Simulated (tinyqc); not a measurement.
Resistance of a circular point contact between the ballistic and the diffusive limit: two steps of the calculation.

Two half-spaces of a free-electron metal (one valley, spin 2) meet through a circular opening of radius a in an insulating sheet.

Inputs (values chosen for the exercise):

| symbol | value | unit | meaning |
|---|---|---|---|
| n | 3.4e22 | cm^-3 | free-electron density |
| l | 26 | nm | mean free path |
| a | 1.1 | nm | radius of the opening |

Constants: q = 1.602176634e-19 C, hbar = 1.054571817e-34 J s. Results are converted to the units shown.

Problem 1. Fermi wave number and resistivity. kF = (3 pi^2 n)^(1/3), resistivity rho = hbar kF/(n q^2 l). Maxwell: RM = rho/(2 a); Sharvin: RS = 4 rho l/(3 pi a^2); interpolation R = RS + gamma RM, gamma = (1 + 0.83 K)/(1 + 1.33 K), K = l/a.

Wanted: kF; rho; modes (kF a)^2/4.

Solution 1.

kF = 10.02 1/nm
rho = 4.658 uohm cm
modes (kF a)^2/4 = 30.38

Problem 2. Resistances. 

rho = 4.6576811 uohm cm

Find: RM; RS; gamma; R.

Solution 2.

RM = 21.171 ohm
RS = 424.76 ohm
gamma = 0.63565
R = 438.22 ohm

The Sharvin term makes up 96.9 % of R; it equals (h/2q^2) over the number of modes.

Computed by the program tinyqc: `OMP_NUM_THREADS=1 python tinyqc.py 2760094 2760095 out.jsonl`, one thread of a shared Intel Xeon 2.30GHz, about 0.01 s for the whole run.
